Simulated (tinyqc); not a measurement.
One-sided p+-n junction, ionisation integral and breakdown: one step of the calculation.

A p+ layer at x < 0 and an n drift layer from x = 0. Depletion approximation, built-in voltage neglected. Local ionisation coefficients alpha_n = an exp(-(bn/E)^mx), alpha_p = ap exp(-(bp/E)^mx). Electrons move towards +x, holes towards x = 0.

Problem. Ionisation integrals by the trapezoid rule. G(x) = integral from 0 to x of (alpha_n - alpha_p); I_n = integral of alpha_n exp(-G) (electrons injected at x = 0), I_p = integral of alpha_p exp(G(end) - G) (holes injected at the far edge); M = 1/(1 - I). All integrals by the trapezoid rule on the grid.

x, point 0 to 14 (um): [0.000000, 1.104045, 2.208089, 3.312134, 4.416178, 5.520223, 6.624267, 7.728312, 8.832356, 9.936401, 11.040445, 12.144490, 13.248534, 14.352579, 15.456623]
alpha_n, point 0 to 14 (1/cm): [16.395590, 10.184489, 6.1463719, 3.5941062, 2.0301536, 1.1038993, 0.57554827, 0.28643801, 0.13537277, 0.060393969, 0.025258805, 0.0098238935, 0.0035195819, 0.0011486082, 3.3692764e-4]
alpha_p, point 0 to 14 (1/cm): [4184.2414, 2994.8351, 2100.5181, 1440.9604, 964.75721, 628.88091, 398.01696, 243.80592, 144.01898, 81.697485, 44.289499, 22.815703, 11.094753, 5.0528492, 2.1351258]

Wanted: G; alpha_n exp(-G); I_n; I_p; M_n; M_p.

Solution.

G, point 0 to 14: [0.000, -0.395, -0.675, -0.870, -1.003, -1.090, -1.147, -1.182, -1.204, -1.216, -1.223, -1.227, -1.229, -1.230, -1.230]
alpha_n exp(-G), point 0 to 14 (1/cm): [16.40, 15.12, 12.07, 8.58, 5.53, 3.28, 1.81, 0.93, 0.45, 0.20, 0.09, 0.03, 0.01, 0.00, 0.00]
I_n = 0.006218
I_p = 0.7001
M_n = 1.006
M_p = 3.334

tinyqc, about 0.07 s, one thread, Intel Xeon 2.30GHz (shared host): `OMP_NUM_THREADS=1 python tinyqc.py 2120051 2120052 out.jsonl`
